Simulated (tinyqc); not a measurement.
# Peak shift with the field

The DLTS signal is S = C(t2) - C(t1), the change of the capacitance transient between two sampling times. Emission rate en = sn vth(T) Nc(T) exp(-Et/kB T) = sn g T^2 exp(-Et/kB T), g = vth Nc/(300 K)^2, as vth goes as T^0.5 and Nc as T^1.5 (degeneracy factor 1). For an exponential transient S peaks where en = ew = ln(t2/t1)/(t2 - t1). A Coulomb centre of charge +q (when empty) in the field F lowers its barrier by dE = sqrt(q F/(pi eps0 eps_r)) along the field. One-dimensional rate: en exp(b), b = dE/kB T; three-dimensional (Hartke): en {[1 + (b - 1) exp(b)]/b^2 + 1/2}. The peak temperatures solve rate = ew.

Values chosen for this exercise; material values close to those of gallium nitride: relative permittivity eps_r = 9.56; conduction-band density of states at 300 K Nc = 2.28e18 cm^-3; thermal velocity at 300 K vth = 2.6e7 cm/s; depth of the trap below the conduction edge Et = 0.31 eV; capture cross-section sn = 4.1e-17 cm^2; first sampling time t1 = 0.2 ms; second sampling time t2 = 0.8 ms.

Constants: q = 1.602176634e-19 C, kB = 1.380649e-23 J/K, eps0 = 8.8541878128e-14 F/cm where lengths are in cm. Results are converted to the units shown.

Result of one run:

| dE (meV) | T peak, one-dimensional (K) | T peak, three-dimensional (K) |
|---|---|---|
| 129.9 | 165.0 | 193.5 |

Which field at the trap F gave this result: 23, 54, 120 or 280 kV/cm?

F = 280 kV/cm.

The whole series:

| F (kV/cm) | dE (meV) | T peak, one-dimensional (K) | T peak, three-dimensional (K) |
|---|---|---|---|
| 1.9 | 10.70 | 256.3 | 261.3 |
| 4.4 | 16.28 | 252.1 | 259.6 |
| 10 | 24.55 | 245.9 | 256.7 |
| 23 | 37.23 | 236.4 | 251.6 |
| 54 | 57.04 | 221.4 | 241.9 |
| 120 | 85.03 | 200.0 | 225.2 |
| 280 | 129.9 | 165.0 | 193.5 |

dE grows as the square root of F, from 10.7 to 130 meV. The peak, at 264.3 K without field, moves down by 99.3 K (one-dimensional) or 70.8 K (three-dimensional) in the last row. A centre that is neutral when empty has no such long-range lowering, so the shift tells the charge state.

Computed by the program tinyqc: `OMP_NUM_THREADS=1 python tinyqc.py 2050070 2050071 out.jsonl`, one thread of a shared Intel Xeon 2.30GHz, about 0.01 s for the whole run.
